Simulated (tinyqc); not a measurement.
Worked calculation: Hueckel theory of the pi electrons, for the molecule Bc1ccc[cH-]1 (SMILES; centres numbered as the heavy atoms are written). One step of it, computed by the program tinyqc.

Question. Energy, charges, bond orders. E = sum n x; q_r = z_r - P_rr; bond order p = P_rs; free valence = sqrt(3) - sum of p over the bonds of the atom.

x values: 2.024888  0.702448  0.618034  -0.921457  -1.618034  -1.815878

occupations: 2.000000  2.000000  2.000000  0.000000  0.000000  0.000000

charge and bond-order matrix P, lower triangle:
```
           1B         2C         3C         4C        5C        6C
1B   0.111040
2C   0.354489   1.201782
3C   0.148206   0.604127   1.166193
4C  -0.141700  -0.227687   0.677944   1.177396
5C  -0.141700  -0.227687  -0.216483   0.624610  1.177396
6C   0.148206   0.604127  -0.281021  -0.216483  0.677944  1.166193
```

Centres:

| centre | z_r, pi electrons of the neutral centre | h |
|---|---|---|
| 1B | 0 | -1.010000 |
| 2C | 1 | 0.000000 |
| 3C | 1 | 0.000000 |
| 4C | 1 | 0.000000 |
| 5C | 1 | 0.000000 |
| 6C | 1 | 0.000000 |

Bonds:

| i | j | k |
|---|---|---|
| 1 | 2 | 0.600000 |
| 2 | 3 | 1 |
| 3 | 4 | 1 |
| 4 | 5 | 1 |
| 5 | 6 | 1 |
| 6 | 2 | 1 |

Give: pi energy = 6 alpha + this times beta; pi charges; Bond orders and lengths from R = 1.517 - 0.180 p; free valence of the carbons; gap between the highest filled and the next level.

Answer.

pi energy = 6 alpha + this times beta = 6.6907

pi charges: 1B -0.1110, 2C -0.2018, 3C -0.1662, 4C -0.1774, 5C -0.1774, 6C -0.1662

Bond orders and lengths from R = 1.517 - 0.180 p (angstrom, C-C alone):

| bond | p | R |
|---|---|---|
| 1-2 | 0.3545 | - |
| 2-3 | 0.6041 | 1.4083 |
| 3-4 | 0.6779 | 1.3950 |
| 4-5 | 0.6246 | 1.4046 |
| 5-6 | 0.6779 | 1.3950 |
| 6-2 | 0.6041 | 1.4083 |

free valence of the carbons: 2C 0.1693, 3C 0.4500, 4C 0.4295, 5C 0.4295, 6C 0.4500

gap between the highest filled and the next level = 1.5395 |beta|
